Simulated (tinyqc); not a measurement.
Worked calculation: Koster-Slater impurity in an sp3s* host. Values are carried at full precision from step to step, so a last printed digit may differ when a step is redone from the rounded ones.

sp3s* tight binding, nearest neighbours only: anion (a) at 0, cation (c) at a/4 (1,1,1), orbitals s, px, py, pz, s* on each; k in units of 2 pi/a. With phases e_j = exp(i (pi/2) k.n_j) for n = (1,1,1), (1,-1,-1), (-1,1,-1), (-1,-1,1): g0 = (e1+e2+e3+e4)/4, g1 = (e1+e2-e3-e4)/4, g2 = (e1-e2+e3-e4)/4, g3 = (e1-e2-e3+e4)/4. The diagonal holds the levels Esa, Epa, Exa (s*) and Esc, Epc, Exc. Anion-cation block: <sa|sc> = Vss g0; <sa|xc> = Vsapc g1; <xa|sc> = -Vscpa g1; <xa|xc> = Vxx g0; <xa|yc> = <ya|xc> = Vxy g3, <xa|zc> = <za|xc> = Vxy g2, <ya|zc> = <za|yc> = Vxy g1; <s*a|xc> = Vxapc g1; <xa|s*c> = -Vpaxc g1; y and z take g2 and g3 in place of g1; s-s* and s*-s* vanish.

Parameters, chosen for this exercise (out of a larger set: near a published set for diamond; not measured data):
- p = (-4.548, 3.829, -4.548, 3.829, 11.329, 11.329, -22.813, 3.837, 11.629, 15.227, 15.227, 8.216, 8.216) eV (order Esa, Epa, Esc, Epc, Exa, Exc, Vss, Vxx, Vxy, Vsapc, Vscpa, Vxapc, Vpaxc)
- N = 5 (mesh)
- V = -51.1 eV (shift of the p levels)

## The gap of the host

Gaps from the top of the valence band to Gamma, to the minimum on (x,0,0) from 0.5 to 1, and to L; the smallest is Eg.

top of the valence band on the scale of the parameters = -0.0080 eV

gaps (eV): Gamma 7.6740, Delta 5.2932, L 7.5561

Eg (smallest gap of the host) = 5.2932 eV

## Where the weight lies

A defect on a cation site (c) shifts the s level there by Vs or the three p levels by Vp and leaves the rest. A level in the gap solves 1/Vs = G_s(E) (symmetry A1) or 1/Vp = G_p(E) (T2, threefold), with G(E) = (1/N^3) sum over k and bands of w/(E - e), where w is the weight of the state on the s orbital of that site, or the mean weight on its px, py, pz. Mesh: k = f1 (-1,1,1) + f2 (1,-1,1) + f3 (1,1,-1), f = (j + 1/2)/N, j = 0 to N - 1. Energies from the top of the valence band at Gamma; the s* orbital of the site is left as it is. An infinite shift removes the s or p orbitals, the model of the ideal vacancy: G(E) = 0.

For each band: mean energy over the mesh and summed weights; each column of weights adds to one.

Bands:

| band | mean energy (eV) | s weight | p weight |
|---|---|---|---|
| 1 | -21.554 | 0.3935 | 0.0336 |
| 2 | -12.603 | 0.1601 | 0.1050 |
| 3 | -6.058 | 0.0071 | 0.1640 |
| 4 | -4.903 | 0.0030 | 0.1654 |
| 5 | 6.494 | 0.0614 | 0.0520 |
| 6 | 9.447 | 0.1345 | 0.0284 |
| 7 | 12.701 | 0.0008 | 0.1630 |
| 8 | 13.789 | 0.0129 | 0.1387 |
| 9 | 18.600 | 0.0985 | 0.0692 |
| 10 | 20.704 | 0.1282 | 0.0806 |

The filled bands hold 0.564 of the s orbital and 0.468 of each p orbital of the cation. Filled states add positive terms to G in the gap and empty ones negative terms.

## Green functions across the gap

G at nine energies E = Eg j/8.

G(E) (1/eV):

| E (eV) | G_s | G_p |
|---|---|---|
| 0.0000 | -0.00399 | 0.04814 |
| 0.6617 | -0.00817 | 0.02931 |
| 1.3233 | -0.01268 | 0.01697 |
| 1.9850 | -0.01775 | 0.00661 |
| 2.6466 | -0.02373 | -0.00314 |
| 3.3083 | -0.03119 | -0.01321 |
| 3.9699 | -0.04124 | -0.02482 |
| 4.6316 | -0.05680 | -0.04063 |
| 5.2932 | -0.09240 | -0.07506 |

Both fall with E, as dG/dE = -sum w/(E - e)^2 demands. G_s keeps its sign, so the vacancy has no level of this symmetry in the gap. G_p changes sign, so the vacancy has a level of this symmetry in the gap.

## A first estimate from the table

A defect that shifts the p level of its cation site by V has a level where the host Green function G_p(E) equals 1/V; E is counted from the top of the valence band. Find it by linear interpolation between the two rows that bracket it.

1/V = -0.01957 1/eV
estimated level = 3.671 eV

## The level and its weight on the defect

Solve by bisection with the full sum. The weight of the bound state on the shifted orbital is G^2/(-G'), which is also dE/dV.

level = 3.6877 eV
G'(E) = -0.01766 1/eV^2
weight on the defect orbital = 0.0217

The level lies 3.688 eV above the valence band and 1.605 eV below the conduction band. Only 2.2 % of it sits on the shifted orbital, the rest on other orbitals, so a shift of 1 eV moves the level by about 22 meV.

## Checks

- Sum of the s weights over all bands against one: both 1.00000.
- First moment of the s weights against the s level of the site, on the scale of the parameters: both -4.54800.

Run: tinyqc, `OMP_NUM_THREADS=1 python tinyqc.py 1452665 1452666 out.jsonl`; Intel(R) Xeon(R) Processor @ 2.30GHz, one thread, shared host; about 0.04 s of CPU time with all checks.
